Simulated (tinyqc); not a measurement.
Disorder broadening of a flat band (such as a Landau level) in the self-consistent Born approximation: two steps of the calculation.

The local Green function is G = g0(z - Sigma) with z = E + i eta and g0(z) = 1/z; the self-energy is Sigma = D G. The density of states is -Im G/pi.

Parameters, values chosen for the exercise: variance of the random potential D = 0.32 eV^2; bare broadening eta = 0.15 eV; energy from the band centre E = -0.195 eV; mixing mix = 0.3.

Constants: q = 1.602176634e-19 C, hbar = 1.054571817e-34 J s. Results are converted to the units shown.

Question 1. Born step. G = g0(z - Sigma), Sigma(out) = D G, Sigma(new) = Sigma + mix (Sigma(out) - Sigma).

Sigma after iteration 2 = -0.14941525-0.39425054i eV

Wanted: G; Sigma(out); Sigma after iteration 3.

Answer 1.

G = -0.1528-1.8246i 1/eV
Sigma(out) = -0.04890-0.58387i eV
Sigma after iteration 3 = -0.11926-0.45114i eV

Question 2. Density of states and lifetime. G = Sigma/D, density of states -Im G/pi, lifetime hbar/(2 |Im Sigma|); without disorder the density of states is -Im g0(z)/pi. Closed form: G = (z - sqrt(z^2 - 4 D))/(2 D) with the root that gives Im G < 0; for eta -> 0 a semi-ellipse of half-width 2 sqrt(D).

converged Sigma = -0.08449757-0.48739471i eV

Find: density of states; lifetime; density of states without disorder.

Answer 2.

density of states = 0.48482 1/eV
lifetime = 0.67524 fs
density of states without disorder = 0.78887 1/eV

Disorder makes the density of states at this energy 39 % below the clean value.

Range of the model: The self-consistent Born approximation misses band tails from rare fluctuations and localisation.

Numbers from tinyqc (`OMP_NUM_THREADS=1 python tinyqc.py 2720040 2720041 out.jsonl`; about 0.01 s on one thread of a shared Intel Xeon 2.30GHz).
